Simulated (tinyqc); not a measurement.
Gas flow in a process chamber: flow regimes, conductance, effective pumping speed, pump-down, outgassing and purge: one step, computed by the program tinyqc.

Ideal gas, isothermal flow, a pump of constant speed at the end of a round pipe; process gas, volume gas and outgassing are given the same properties. 1 sccm = 101325 Pa x 1e-6 m^3/60 s x T/273.15 K.

Question. Molecular flow. Mean speed c = sqrt(8 k_B T/(pi m)); aperture conductance C_a = c pi d^2/16; molecular pipe C_m = C_a/(1 + 3 l/(4 d)) (Dushman form); viscous pipe C_v = pi d^4 p_mean/(128 eta l); Knudsen interpolation C = C_v + C_m (1 + x)/(1 + 1.24 x), x = d p_mean sqrt(m/(k_B T))/eta. Effective speed 1/S_eff = 1/S + 1/C_m; time constant V/S_eff; pressure at which the free path k_B T/(sqrt2 pi d_m^2 p) equals d.

Inputs (values chosen for the exercise, modelled on oxygen near room temperature):
```
quantity            value   unit
molar mass M           32  g/mol
molecular diameter   0.36     nm
temperature T         350      K
chamber volume V      250      L
pipe diameter d        10     cm
pipe length l          90     cm
pump speed S          120    L/s
```

Constants: k_B = 1.380649e-23 J/K; u = 1.6605390666e-27 kg.

Give: mean speed c; C_a; C_m; S_eff in molecular flow; time constant; pressure where the free path equals d.

Answer.

mean speed c = 481.2 m/s

C_a = 944.9 L/s

C_m = 121.9 L/s

S_eff in molecular flow = 60.48 L/s

time constant = 4.134 s

pressure where the free path equals d = 0.08392 Pa

The pipe passes on 50 % of the pump speed.
